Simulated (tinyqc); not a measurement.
Thin-film transistor with exponential tail and deep states, accumulation layer: two steps of the calculation.

An undoped film in accumulation, thicker than the space-charge layer. With band bending psi the Fermi level lies E0 - psi below the band edge. Free electrons n = n0 exp(psi/Vt) carry the current; electrons in two exponential distributions of traps, a = a0 exp(psi/Va) and d = d0 exp(psi/Vp), do not. Linear regime, ohmic contacts, traps in equilibrium.

Values chosen for this exercise; values close to those of an organic semiconductor: temperature T = 250 K; relative permittivity of the semiconductor eps_r = 3.2; density of extended states Nc = 1.3e20 cm^-3; total density of tail states Nt = 9.2e19 cm^-3; characteristic temperature of the tail Tt = 470 K; total density of deep states Nd = 3.7e17 cm^-3; characteristic temperature of the deep states Td = 1180 K; bulk Fermi level below the band edge E0 = 0.56 eV; gate capacitance Ci = 60 nF/cm^2; gate voltage above flat band Vg = 6 V.

Constants: q = 1.602176634e-19 C, kB = 1.380649e-23 J/K, Vt = kB T/q, eps0 = 8.8541878128e-14 F/cm where lengths are in cm. Results are converted to the units shown.

Question 1. Bulk densities. Va = kB Tt/q, Vp = kB Td/q; n0 = Nc exp(-E0/Vt), a0 = Nt th(T/Tt) exp(-E0/Va), d0 = Nd th(T/Td) exp(-E0/Vp), th(x) = pi x/sin(pi x).

Find: Va; Vp; th(T/Tt); n0; a0; d0.

Answer 1.

Va = 0.040501 V
Vp = 0.10168 V
th(T/Tt) = 1.6795
n0 = 6.6810e8 cm^-3
a0 = 1.5280e14 cm^-3
d0 = 1.6181e15 cm^-3

Question 2. Surface potential by Newton steps. Va = kB Tt/q, Vp = kB Td/q. G(psi) = sum over the three kinds of c0 [V (exp(psi/V) - 1) - psi], field F = sqrt(2 q G/(eps0 eps_r)); Vg = psi + eps0 eps_r F/Ci at the surface. f = psi + eps0 eps_r F/Ci - Vg, f' = 1 + q rho/(Ci F) with rho = sum c0 (exp(psi/V) - 1); psi(new) = psi - f/f'.

psi after iteration 1 = 0.51924231 V
n0 = 6.6809807e8 cm^-3
a0 = 1.5280035e14 cm^-3
d0 = 1.6180658e15 cm^-3

Wanted: F; f; f'; psi after iteration 2.

Answer 2.

F = 1759 kV/cm
f = 2.826 V
f' = 116.9
psi after iteration 2 = 0.4951 V

Program tinyqc, `OMP_NUM_THREADS=1 python tinyqc.py 2610027 2610028 out.jsonl`; Intel Xeon 2.30GHz, shared host, one thread, about 0.03 s.
